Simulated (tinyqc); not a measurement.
# Input admittance of a MOSFET at zero drain bias: distributed channel and distributed gate: what changes with what

Source and drain grounded, strong inversion, w = 2 pi f, Cox = eps0 eox/tox. The channel is an RC line of resistance 1/(mu Cox Vo) per square fed from both ends, so one finger has the intrinsic admittance y = i w Cox L tanh(g)/g per width, g = (1/2) sqrt(i w tau), tau = L^2/(mu Vo). The vertical resistance rv/L is in series with y, the overlaps 2 i w Cov in parallel: y_t = 1/(1/y + rv/L) + 2 i w Cov. The gate strip is a line of Rsh/L per length loaded by y_t, so a finger has Y = y_t Wf tanh(k)/k, k = (Wf/sd) sqrt(y_t Rsh/L); the device has Nf Y.

Values chosen for this exercise; values of the order met in silicon radio-frequency transistors:
- eox = 3.9 (relative permittivity of the gate insulator (close to silicon dioxide))
- tox = 2.1 nm (insulator thickness)
- L = 0.31 um (channel length)
- Wf = 6.7 um (finger width)
- Nf = 1 (number of fingers)
- mu = 170 cm^2/(V s) (channel mobility)
- Vo = 0.32 V (gate overdrive)
- Rsh = 36 ohm/square (sheet resistance of the gate)
- rv = 0 ohm um^2 (vertical resistivity of the gate stack)
- sd = 1 (number of ends at which a finger is contacted)
- Cov = 0.22 fF/um (overlap and fringe capacitance on each side)
- f = 6.9 GHz (frequency)

Constants: eps0 = 8.8541878128e-14 F/cm where lengths are in cm. Results are converted to the units shown.

Each table varies one quantity; the others keep the values above.

## Input impedance against frequency

Low-frequency limits, with c = Cox L and ct = c + 2 Cov: R_strip = Rsh Wf/(3 sd^2 L Nf), R_ch = (c/ct)^2 L/(12 mu Cox Vo Wf Nf), R_vert = (c/ct)^2 rv/(L Wf Nf), C = ct Wf Nf. Z = 1/(Nf Y) = R + 1/(i w C), Q = |Im Z|/R, far-point signal |1/cosh k|.

The same in every row: low-frequency R (ohm) = 295.88.

Input impedance against frequency:

| f (GHz) | w tau | \|k\| | R (ohm) | C (fF) | Q | signal at the far point |
|---|---|---|---|---|---|---|
| 0.07 | 0.0077697 | 0.11268 | 295.88 | 37.101 | 207.12 | 0.99998 |
| 0.2 | 0.022199 | 0.19046 | 295.88 | 37.100 | 72.494 | 0.99986 |
| 0.5 | 0.055498 | 0.30114 | 295.86 | 37.094 | 29.004 | 0.99912 |
| 1 | 0.11100 | 0.42587 | 295.80 | 37.073 | 14.513 | 0.99650 |
| 4 | 0.44398 | 0.85137 | 294.60 | 36.664 | 3.6838 | 0.94793 |
| 10 | 1.1100 | 1.3429 | 288.33 | 34.657 | 1.5928 | 0.76262 |
| 30 | 3.3299 | 2.2757 | 251.91 | 25.940 | 0.81187 | 0.34189 |
| 80 | 8.8796 | 3.3352 | 200.73 | 17.141 | 0.57819 | 0.11203 |
| 200 | 22.199 | 4.1641 | 168.47 | 9.9000 | 0.47711 | 0.046711 |

Read the table: what changes, and by how much?

R falls from 296 to 168 ohm and C falls from 37.1 to 9.90 fF. Q goes as f^(-1.00) between the first two rows and f^(-0.21) between the last two, where w tau = 22.2 and |k| = 4.16. The low-frequency limits hold both R and C within 5 % up to f = 4 GHz among the rows.

## Effect of the gate overdrive

Same model as above.

Results:

| Vo (V) | w tau | \|k\| | R (ohm) | low-frequency R (ohm) | C (fF) | Q | signal at the far point |
|---|---|---|---|---|---|---|---|
| 0.2 | 1.225 | 1.115 | 313.4 | 317.8 | 35.82 | 2.055 | 0.8505 |
| 0.35 | 0.7002 | 1.117 | 289.1 | 292.7 | 35.86 | 2.225 | 0.8665 |
| 0.5 | 0.4902 | 1.118 | 279.4 | 282.7 | 35.87 | 2.301 | 0.8733 |
| 0.65 | 0.3770 | 1.118 | 274.2 | 277.3 | 35.87 | 2.345 | 0.8771 |
| 0.8 | 0.3063 | 1.118 | 270.9 | 274.0 | 35.87 | 2.373 | 0.8795 |
| 1.1 | 0.2228 | 1.119 | 267.1 | 270.0 | 35.87 | 2.407 | 0.8823 |
| 1.25 | 0.1961 | 1.119 | 265.9 | 268.7 | 35.87 | 2.419 | 0.8833 |

Estimate the missing row, Vo = 0.95 V.

Computed row:

| Vo (V) | w tau | \|k\| | R (ohm) | low-frequency R (ohm) | C (fF) | Q | signal at the far point |
|---|---|---|---|---|---|---|---|
| 0.95 | 0.2580 | 1.119 | 268.7 | 271.7 | 35.87 | 2.393 | 0.8811 |

With this row back in the table: As Vo goes from 0.2 to 1.25, R falls from 313 to 266 ohm, C stays near 35.9 fF and Q rises from 2.06 to 2.42. Only the channel term depends on Vo.

Computed by the program tinyqc: `OMP_NUM_THREADS=1 python tinyqc.py 2262072 2262073 out.jsonl`, one thread of a shared Intel Xeon 2.30GHz, about 0.01 s for the whole run.
